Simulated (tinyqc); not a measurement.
Inside a calculation. Model: time-domain thermoreflectance: layered heat flow under a modulated pulse train, and what the signal ratio measures. Computed by tinyqc, a small Python program that keeps every step. Command: `OMP_NUM_THREADS=1 python tinyqc.py 3114016 3114017 out.jsonl tdtr walk`. One thread of a shared host (Intel(R) Xeon(R) Processor @ 2.30GHz), about 0.2 s of CPU time with the checks. Intermediate numbers are printed to about 6 digits and carried at full precision; extremes and crossings named in words are read from the listed rows.

Pulses repeat at 80 MHz; heat is laid down at the surface, all layers are isotropic, and the film is in perfect contact with the substrate.

Inputs (values chosen for the exercise, modelled on aluminium on GaN):

| quantity | value | unit |
|---|---|---|
| metal thickness d | 82 | nm |
| metal conductivity | 130 | W/(m K) |
| metal heat capacity | 2.42 | MJ/(m^3 K) |
| boundary conductance G under the metal | 42 | MW/(m^2 K) |
| film thickness | 5.3 | nm |
| film conductivity | 1.3 | W/(m K) |
| film heat capacity | 2.4 | MJ/(m^3 K) |
| substrate conductivity kappa | 168 | W/(m K) |
| substrate heat capacity C | 2.55 | MJ/(m^3 K) |
| modulation frequency f | 5 | MHz |
| spot radius w (1/e^2, pump and probe) | 24 | micrometre |
| delay t | 810 | ps |

Stack: metal, film, substrate.

## Length and time scales

Penetration depth sqrt(kappa/(pi f C)); effusivity sqrt(kappa C); cooling time of the metal d C_m/G; Kapitza length kappa/G.

penetration depth = 2.04797 micrometre

effusivity = 20697.8 W s^(1/2)/(m^2 K)

cooling time of the metal = 4724.76 ps

Kapitza length = 4000 nm

depth over spot radius = 0.0853323

## Impedance at k = 0 and the modulation frequency

For radial wave number k and angular frequency W each layer has u = sqrt(4 pi^2 k^2 + i W C/kappa) and gamma = kappa u. Surface impedance from below: Z = 1/gamma for the substrate; a layer of thickness L maps Z to (Z + tanh(u L)/gamma)/(1 + gamma Z tanh(u L)); a boundary adds 1/G. Take k = 0 and W = 2 pi f.

Z of the substrate = 6.09516-6.09516i m^2 K/GW

Z at the surface = 30.8182-12.1612i m^2 K/GW

## Response at the modulation frequency

Response per absorbed watt H(W) = 2 pi int_0^(2/w) Z(k, W) exp(-pi^2 k^2 w^2) k dk by 20 Gauss-Legendre points.

H(2 pi f) = 0.0170269-0.0066786i K/mW

phase of H(2 pi f) = -21.4171 degrees

## Signal at one delay

Signal: X + iY = sum_(m = -M..M) H(2 pi (f + m f_r)) exp(i 2 pi m f_r t) exp(-pi (m/M)^2 x 4), f_r = 80 MHz, M = 4000, with H(-W) the complex conjugate of H(W); V_in = X, V_out = Y, ratio = -V_in/V_out.

V_in = 0.0349323 K/mW

V_out = -0.00636442 K/mW

ratio -V_in/V_out = 5.48869

## Ratio and sensitivities against delay

Sensitivity S = ln(ratio'/ratio)/ln(1.01) for a rise of one input by 1 %.

Ratio and sensitivities:

| t (ps) | ratio | S to kappa | S to G | S to d | S to C | S to w | S to film conductivity |
|---|---|---|---|---|---|---|---|
| 100 | 6.75478 | 0.319554 | 0.547386 | -1.26846 | 0.313918 | -0.0143119 | 0.0952482 |
| 200 | 6.54028 | 0.314504 | 0.520745 | -1.23818 | 0.308901 | -0.0140576 | 0.0908543 |
| 400 | 6.15631 | 0.305192 | 0.472068 | -1.16267 | 0.299644 | -0.0135967 | 0.0825615 |
| 800 | 5.50337 | 0.289372 | 0.387995 | -1.03245 | 0.283890 | -0.0128350 | 0.0681695 |
| 1500 | 4.62394 | 0.268492 | 0.270464 | -0.85238 | 0.263019 | -0.0118797 | 0.0479980 |
| 2500 | 3.73307 | 0.248462 | 0.142474 | -0.66108 | 0.242833 | -0.0110613 | 0.0259986 |
| 4000 | 2.84550 | 0.230789 | -0.002825 | -0.45334 | 0.224656 | -0.0105625 | 0.0010090 |

The largest sensitivity in size at 100 ps is to d (-1.27). kappa and C enter almost alike, through the effusivity. At 400 ps an error of 3 % in d passes on as 11 % in kappa.

Checks made by the program: steady rise of a bare substrate, 1/(2 sqrt(pi) w kappa), from the same quadrature (relative difference below 1e-10).
